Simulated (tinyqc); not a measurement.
Debye-Callaway model of lattice thermal conductivity: one step, computed by the program tinyqc. Command: `OMP_NUM_THREADS=1 python tinyqc.py 3021651 3021652 out.jsonl callaway walk`. One thread of a shared host (Intel(R) Xeon(R) Processor @ 2.30GHz), about 0.01 s of CPU time with the checks.

Three acoustic branches with one velocity v, cut at omega_D = k_B Theta/hbar; x = hbar omega/(k_B T). v and Theta are separate inputs: Theta cuts off the heat-carrying modes, so C need not reach 3 k_B/V. gamma is an effective value that sets the umklapp rate. Heat flows along the film.

Question. Scattering rates at one frequency. Rates: point defects A omega^4; umklapp B omega^2 T exp(-Theta/(b T)) with B = hbar gamma^2/(M v^2 Theta); normal processes f_N B omega^2 T (T/Theta)^2. Film: the bulk time tau of each mode, from the resistive rates above, is multiplied by the Fuchs-Sondheimer factor F = (3/2) int_0^1 (1 - u^2) [1 - (1 - p) (u/d) (1 - E)/(1 - p E)] du, with E = exp(-d/u), d = t/(v tau), by 48 Gauss-Legendre points in z with u = z^4; the boundary rate is defined as 1/(F tau) - 1/tau. The resistive time is tau_R = 1/(boundary + point-defect + umklapp rates), and the free path is v tau_R.

Inputs (values chosen for the exercise, modelled on silicon):
```
quantity                              value        unit
sound velocity v                       6560         m/s
Debye temperature Theta                 649           K
mean atomic mass M                    28.09           u
effective Grueneisen parameter gamma    2.3           -
umklapp exponent divisor b              2.5           -
film thickness t                       0.64  micrometre
specularity p                           0.6           -
normal-process factor f_N               1.6           -
temperature T                            20           K
probe frequency omega/omega_D          0.88           -
```

Sample: film. Point defects: alloy. Normal processes: included.

Rayleigh coefficient A = 2.811675e-43 s^3

Constants: k_B = 1.380649e-23 J/K; hbar = 1.054571817e-34 J s; u = 1.6605390666e-27 kg.

Give: omega; Rates; tau_R; free path.

Answer.

omega = 7.477e+13 rad/s

Rates:
```
process        rate (1/s)  rate x tau_R
boundaries      1.538e+09     1.749e-04
point defects   8.788e+12        0.9998
umklapp         1.104e+05     1.256e-08
normal          7.276e+07     8.277e-06
```

tau_R = 1.138e-13 s

free path = 0.7463 nm

The strongest resistive process at this frequency: point defects, 100 % of the resistive rate.
